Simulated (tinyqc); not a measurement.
# Fully depleted semiconductor-on-insulator film with two gates, non-linear Poisson equation by Newton steps: effects of single changes

One dimension across the film, front interface at x = 0, back interface at x = ts. psi is counted from the intrinsic level, n = ni exp(psi/Vt) (source grounded), holes neglected, acceptors ionised. Gates act through Cox = eps0 eox/tox and Cbox = 3.9 eps0/tb with potentials G1 = Vg - (phiM - chi - Vt ln(Nc/ni)) and G2 = Vb - (phiB - chi - Vt ln(Nc/ni)). Classical Boltzmann densities, no interface charge, no depletion in the back plane.

Values chosen for this exercise; band and dielectric values close to those of silicon:
- T = 400 K (temperature)
- Eg = 1.11 eV (band gap)
- eps_r = 11.5 (relative permittivity)
- Nc = 4.39e19 cm^-3 (conduction-band density of states at T)
- Nv = 4.13e19 cm^-3 (valence-band density of states at T)
- chi = 4.03 eV (electron affinity)
- eox = 3.9 (relative permittivity of the gate insulator (close to silicon dioxide))
- tox = 1.8 nm (insulator thickness)
- ts = 5.8 nm (film thickness)
- tb = 13 nm (buried-oxide thickness (eps_r 3.9))
- Na = 1e15 cm^-3 (acceptor density of the film)
- phiM = 4.66 eV (work function of the front gate)
- phiB = 4.53 eV (work function of the back plane)
- Vb = 0 V (back-gate voltage)

Constants: q = 1.602176634e-19 C, kB = 1.380649e-23 J/K, Vt = kB T/q, eps0 = 8.8541878128e-14 F/cm where lengths are in cm. Results are converted to the units shown.

Each table varies one quantity; the others keep the values above.

## Charge against front-gate voltage

ni = sqrt(Nc Nv) exp(-Eg/(2 Vt)), Eg in volts. The Poisson equation eps0 eps_r d2psi/dx2 = q (n + Na), with -eps0 eps_r dpsi/dx = Cox (G1 - psi) at x = 0 and eps0 eps_r dpsi/dx = Cbox (G2 - psi) at x = ts, is solved on 300 equal intervals with half boxes at both ends; N_inv is the trapezoid sum of n. Swing = ln 10/(d ln N_inv/dVg); the last column is (dN_inv/dVb)/(dN_inv/dVg).

Charge against front-gate voltage:
```
Vg (V)	psi front (V)	psi back (V)	N_inv (cm^-2)	centroid/ts	swing (mV/decade)	q dN_inv/dVg over Cox	back/front leverage
0.11	0.0382	0.0405	7.86e6	0.506	95.2	1.59e-5	0.200
0.26	0.172	0.157	2.98e8	0.463	94.8	6.06e-4	0.193
0.41	0.305	0.272	1.13e10	0.421	96.8	0.0224	0.186
0.56	0.422	0.367	2.48e11	0.370	150	0.317	0.176
0.71	0.491	0.406	1.15e12	0.305	344	0.646	0.162
0.86	0.531	0.420	2.45e12	0.252	606	0.778	0.152
1.01	0.558	0.426	3.91e12	0.214	893	0.842	0.146
1.16	0.579	0.429	5.46e12	0.186	1.19e3	0.878	0.143
1.31	0.595	0.432	7.06e12	0.165	1.51e3	0.901	0.140
```

What does the table show?

N_inv passes 1e11 cm^-2 at Vg = 0.508 V. The swing starts at 95.2 mV a decade, against (1 + k) Vt ln 10 = 88.9 for a front channel with k = Cs Cbox/(Cox (Cs + Cbox)) = 0.120, Cs = eps0 eps_r/ts; above threshold this column is no longer a subthreshold swing. The centroid falls from 0.506 to 0.165 of ts and the leverage of the back gate falls from 0.200 to 0.140. For Vg = 0.86, 1.01, 1.16, 1.31 the density at an interface exceeds 0.3 Nc, where Boltzmann statistics fail. In every row the classical centroid lies within 3 nm of an interface, where confinement, left out, would push it away.

## Threshold and coupling against the back-gate voltage

VT is the Vg for N_inv = 1e11 cm^-2; -dVT/dVb from the linearised equation. Limits with Cs = eps0 eps_r/ts: front channel Cs Cbox/(Cox (Cs + Cbox)), back channel Cbox (Cox + Cs)/(Cox Cs). Swing at N_inv = 1e8 cm^-2.

The same in every row: front-channel limit = 0.120; back-channel limit = 0.290.

Threshold and coupling against the back-gate voltage:
```
Vb (V)	VT (V)	centroid/ts at VT	-dVT/dVb	swing (mV/decade)
-3	0.945	0.0768	0.132	89.9
-2.25	0.845	0.0987	0.135	90.2
-1.5	0.742	0.138	0.141	90.8
-0.75	0.632	0.219	0.153	92.1
0	0.508	0.390	0.180	94.9
0.75	0.358	0.633	0.220	98.1
1.5	0.180	0.800	0.251	99.9
2.25	-0.0141	0.875	0.265	101
3	-0.216	0.911	0.272	101
```

What does the table show?

As Vb goes from -3 to 3, VT falls from 0.945 to -0.216 V, the centroid rises from 0.0768 to 0.911 of ts and -dVT/dVb rises from 0.132 to 0.272. The coupling covers 6.72 % of the way from the front-channel to the back-channel limit in the first row and 89.8 % in the last. A positive back bias draws the electrons to the back interface, where the back gate has more leverage and the front gate less, so the swing worsens.

Range of the model: In so thin a film or at such density quantum confinement moves the charge away from the interfaces and raises the threshold.

Computed by the program tinyqc: `OMP_NUM_THREADS=1 python tinyqc.py 2190133 2190134 out.jsonl`, one thread of a shared Intel Xeon 2.30GHz, about 0.5 s for the whole run.
